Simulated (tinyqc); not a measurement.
# Trench capacitor in an array: capacitance, non-linearity, leakage and relaxation: several studies

A film between two metal electrodes, each interface adding a series capacitance ci. The small-signal permittivity is ek (1 + aq E^2); the field is found with the linear permittivity. Leakage J = J0 sinh(E/Ef). After a voltage step the film passes a relaxation current kr C V tt^(-nr), tt being the time in seconds. The sidewall is a coaxial capacitor with radii a = dm/2 - t and b = dm/2, depth AR dm; the end face is left out.

Values chosen for this exercise; permittivity of the order of that of hafnium oxide:

| symbol | value | unit | meaning |
|---|---|---|---|
| ek | 21.8 |  | relative permittivity of the film |
| t | 29 | nm | film thickness |
| ci | 110 | uF/cm^2 | capacitance of each electrode interface (dead layer and screening) |
| aq | 0.0051 | cm^2/MV^2 | quadratic field coefficient of the permittivity |
| V | 1.8 | V | bias |
| nr | 0.993 |  | exponent of the relaxation current |
| kr | 0.0019 |  | strength of the relaxation |
| J0 | 4.8e-10 | A/cm^2 | leakage prefactor |
| Ef | 0.38 | MV/cm | field for an e-fold rise of the leakage |
| dm | 160 | nm | diameter of the hole |
| pt | 300 | nm | pitch of the square array |
| rho | 440 | uohm cm | resistivity of the inner electrode |
| t0 | 1e-7 | s | duration of the write pulse |

Constants: eps0 = 8.8541878128e-14 F/cm where lengths are in cm. Results are converted to the units shown.

Each table varies one quantity; the others keep the values above.

## Capacitance, non-linearity and leakage against thickness

Planar film: Cf = eps0 ek/t, 1/C = 1/Cf + 2/ci, EOT = 3.9 eps0/C, effective permittivity C t/eps0, E = (V/t) C/Cf; quadratic coefficient [C(V)/C - 1]/V^2 with Cf (1 + aq E^2) in C(V).

Result of one run:

| t (nm) | C (uF/cm^2) | EOT (nm) | effective permittivity | E (MV/cm) | quadratic coefficient (ppm/V^2) | J (A/cm^2) |
|---|---|---|---|---|---|---|
| 21 | 0.90404 | 3.8197 | 21.442 | 0.84305 | 1100.3 | 2.1805e-9 |

What becomes of these results when the film thickness t is changed from 21 to 3.5 nm, all else the same?

Result of the changed run:

| t (nm) | C (uF/cm^2) | EOT (nm) | effective permittivity | E (MV/cm) | quadratic coefficient (ppm/V^2) | J (A/cm^2) |
|---|---|---|---|---|---|---|
| 3.5 | 5.0123 | 0.68893 | 19.813 | 4.6742 | 30942 | 5.2751e-5 |

The whole series:

| t (nm) | C (uF/cm^2) | EOT (nm) | effective permittivity | E (MV/cm) | quadratic coefficient (ppm/V^2) | J (A/cm^2) |
|---|---|---|---|---|---|---|
| 3.5 | 5.0123 | 0.68893 | 19.813 | 4.6742 | 30942 | 5.2751e-5 |
| 5 | 3.6072 | 0.95728 | 20.370 | 3.3639 | 16581 | 1.6778e-6 |
| 7.1 | 2.5906 | 1.3330 | 20.773 | 2.4158 | 8741.5 | 1.3841e-7 |
| 10 | 1.8648 | 1.8518 | 21.061 | 1.7390 | 4596.2 | 2.3313e-8 |
| 14 | 1.3450 | 2.5674 | 21.267 | 1.2543 | 2415.3 | 6.5029e-9 |
| 21 | 0.90404 | 3.8197 | 21.442 | 0.84305 | 1100.3 | 2.1805e-9 |
| 29 | 0.65763 | 5.2509 | 21.539 | 0.61327 | 584.91 | 1.1575e-9 |
| 42 | 0.45577 | 7.5765 | 21.619 | 0.42502 | 281.99 | 6.5602e-10 |
| 60 | 0.31983 | 10.797 | 21.673 | 0.29826 | 139.21 | 4.1663e-10 |

C falls from 5.01 to 0.320 uF/cm^2 while the effective permittivity goes from 19.8 to 21.7 (ek = 21.8). EOT is a straight line in t with slope 3.9/ek = 0.179 and intercept 0.0628 nm. The quadratic coefficient goes as t^(-1.75) between the first two rows and t^(-1.98) between the last two (-2 without interfaces), and J falls by 5.10 decades. For t = 3.5 direct tunnelling, left out, would add to the leakage.

## Cell against the aspect ratio

Per length 1/c = ln(b/a)/(2 pi eps0 ek) + (1/a + 1/b)/(2 pi ci); cell capacitance c AR dm; per footprint over pt^2; fields c V/(2 pi eps0 ek r) at r = a and b; resistance of the inner electrode rho AR dm/(pi a^2); time constant R C/3 of the distributed line.

The same in every row: field at a (MV/cm) = 0.7743; field at b (MV/cm) = 0.4936.

Result of one run:

| AR | cell capacitance (fF) | per footprint (uF/cm^2) | R (kohm) | R C/3 (ps) |
|---|---|---|---|---|
| 70 | 29.80 | 33.11 | 6.031 | 59.90 |

What becomes of these results when the aspect ratio, depth over diameter AR is changed from 70 to 10, all else the same?

Result of the changed run:

| AR | cell capacitance (fF) | per footprint (uF/cm^2) | R (kohm) | R C/3 (ps) |
|---|---|---|---|---|
| 10 | 4.257 | 4.730 | 0.8616 | 1.223 |

The whole series:

| AR | cell capacitance (fF) | per footprint (uF/cm^2) | R (kohm) | R C/3 (ps) |
|---|---|---|---|---|
| 5 | 2.128 | 2.365 | 0.4308 | 0.3056 |
| 10 | 4.257 | 4.730 | 0.8616 | 1.223 |
| 20 | 8.514 | 9.460 | 1.723 | 4.890 |
| 30 | 12.77 | 14.19 | 2.585 | 11.00 |
| 50 | 21.28 | 23.65 | 4.308 | 30.56 |
| 70 | 29.80 | 33.11 | 6.031 | 59.90 |
| 100 | 42.57 | 47.30 | 8.616 | 122.3 |

As AR goes from 5 to 100, the cell capacitance rises from 2.13 to 42.6 fF, the capacitance per footprint rises from 2.36 to 47.3 uF/cm^2, the ratio of the two fields stays at 1.57 and R C/3 rises from 0.306 to 122 ps; the time constant goes as AR^(2.00) between the first two rows and AR^(2.00) between the last two.

## Charge lost after writing

Planar film: Cf = eps0 ek/t, 1/C = 1/Cf + 2/ci, EOT = 3.9 eps0/C, effective permittivity C t/eps0, E = (V/t) C/Cf. A capacitor written for t0 and then left open loses, as a share of C V, kr (tt^(1 - nr) - t0^(1 - nr))/(1 - nr) by relaxation and J tt/(C V) by leakage; both are taken as small, and rows far outside that range are left out.

The same in every row: leakage current (nA/cm^2) = 1.158.

Charge lost after writing:

| tt (s) | relaxation current (nA/cm^2) | loss by relaxation (%) | loss by leakage (%) | total loss (%) |
|---|---|---|---|---|
| 1e-6 | 2.042e6 | 0.3940 | 9.779e-8 | 0.3940 |
| 1e-5 | 2.075e5 | 0.7944 | 9.779e-7 | 0.7944 |
| 0.0001 | 2.109e4 | 1.201 | 9.779e-6 | 1.201 |
| 0.001 | 2143 | 1.615 | 9.779e-5 | 1.615 |
| 0.01 | 217.8 | 2.035 | 9.779e-4 | 2.036 |
| 0.1 | 22.13 | 2.462 | 0.009779 | 2.472 |
| 1 | 2.249 | 2.896 | 0.09779 | 2.994 |
| 10 | 0.2286 | 3.337 | 0.9779 | 4.315 |
| 100 | 0.02323 | 3.785 | 9.779 | 13.56 |

What does the table show?

The two currents are equal at tt = 1.95 s. The loss by relaxation grows from 0.394 to 3.79 %, by 0.400 points over the first decade and 0.448 over the last, while the loss by leakage grows tenfold a decade. Leakage is the larger loss for tt = 100 s. For tt = 100 the falling voltage would already cut the leakage, so the linear estimate overstates the loss.

tinyqc, about 0.01 s, one thread, Intel Xeon 2.30GHz (shared host): `OMP_NUM_THREADS=1 python tinyqc.py 2102139 2102140 out.jsonl`
